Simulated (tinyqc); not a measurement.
Worked calculation: five-level k.p model folded onto the conduction band. Values are carried at full precision from step to step, so a last printed digit may differ when a step is redone from the rounded ones.

Second-order sums for the lowest conduction level at E: 1/m = 1 + Cm + (Ep/3)(2/E + 1/(E + Dso)) - (Ep2/3)(2/(E7 + D2 - E) + 1/(E7 - E)); g/2 = 1 + Cg - (Ep/3)(1/E - 1/(E + Dso)) - (Ep2/3)(1/(E7 - E) - 1/(E7 + D2 - E)). E is counted from the top of the valence band; E = Eg at the edge.

Constants: hbar^2/2m0 = 3.80998211 eV angstrom^2.

Values chosen for the exercise (near those of InAs; the results hold for these values, not for the real material): Eg = 0.413 eV (gap at Gamma to the s-like level); Dso = 0.39 eV (spin-orbit splitting); Ep = 21.6 eV (Kane energy); E7 = 4.32 eV (upper Gamma7 conduction level, from the valence top); D2 = 0.15 eV (its spin-orbit splitting, Gamma8 above Gamma7); Ep2 = 3.5 eV (Kane energy to the upper levels); Cm = -1 (remote term in 1/m); Cg = 0 (remote term in g/2); k = 0.023 1/angstrom (wave vector along z).

## Mass and g factor term by term

Evaluate at E = Eg.

Terms:
```
level           part of 1/m  part of g
free + remote        0.0000     2.0000
Gamma8 valence      34.8668   -34.8668
Gamma7 valence       8.9664    17.9328
Gamma8 upper        -0.5751     0.5751
Gamma7 upper        -0.2986    -0.5972
```

m = 0.0233 m0
g = -14.956

The valence levels give 43.83 to 1/m and the upper levels take 0.87 away. In g the two valence terms nearly cancel when Dso is small against Eg; here Dso/Eg = 0.94 and they leave -16.934, the upper pair -0.022.

## The matrix at one k

For k along z and one spin sector the level c couples to four states. With c0 = hbar^2/2m0, P = sqrt(Ep c0), P2 = sqrt(Ep2 c0): diagonal Eg + (1 + Cm) c0 k^2 for c, and 0, -Dso, E7 + D2, E7 for lh, so, G8 up, G7 up (their own dispersion is left out); couplings of c: sqrt(2/3) P k to lh, sqrt(1/3) P k to so, sqrt(2/3) P2 k to G8 up, sqrt(1/3) P2 k to G7 up (phases chosen real).

Fill in the matrix.

H (eV), rows c, lh, so, G8 up, G7 up and columns alike:
```
[[0.41300, 0.17036, 0.12046, 0.06858, 0.04849],
 [0.17036, 0, 0, 0, 0],
 [0.12046, 0, -0.39000, 0, 0],
 [0.06858, 0, 0, 4.47000, 0],
 [0.04849, 0, 0, 0, 4.32000]]
```

## Exact folding onto c

Solve E = H_cc + S(E), S(E) = sum_j H_cj^2/(E - H_jj), from E = H_cc, by plain substitution and by Newton steps on E - H_cc - S(E). The weight of c in the state is Z = 1/(1 - dS/dE). The exact level is the third eigenvalue of H from below.

Iterates (eV):
```
step  substitution   Newton
0          0.41300  0.41300
1          0.49958  0.48557
2          0.48561  0.48730
3          0.48755  0.48730
4          0.48727  0.48730
5          0.48731  0.48730
6          0.48730  0.48730
7          0.48730  0.48730
```

exact level = 0.48730 eV
Z = 0.8760

Substitution multiplies the error by about dS/dE = 1 - 1/Z = -0.142 a step, so it alternates; after 7 steps it is off by 9.7e-08 eV, while Newton is within 1e-5 eV from step 2 on.

## Loewdin series

Expanding E = H_cc + S(E) about Eg in powers of k^2, with s_n = sum_j H_cj^2/(Eg - H_jj)^n: order k^2: e2 = (1 + Cm) c0 k^2 + s1; order k^4: e4 = -s2 e2; order k^6: e6 = s3 e2^2 + s2^2 e2.

Give each order and the partial sums, counted from Eg.

s1 (eV), s2 (no unit), s3 (1/eV); (1 + Cm) c0 k^2 is H_cc - Eg: [0.08658, 0.19310, 0.43991]

e2, e4, e6 (eV): [0.08658, -0.01672, 0.00653]

partial sums (eV): [0.08658, 0.06986, 0.07639]

The exact value is 0.07430 eV; the errors of the partial sums are +12.28, -4.44 and +2.09 meV.

## Checks

- Curvature of the exact level at small k against the sum for 1/m: both 42.959.

(tinyqc, `OMP_NUM_THREADS=1 python tinyqc.py 1050822 1050823 out.jsonl`, Intel(R) Xeon(R) Processor @ 2.30GHz, 1 thread, shared host, about 0.01 s.)
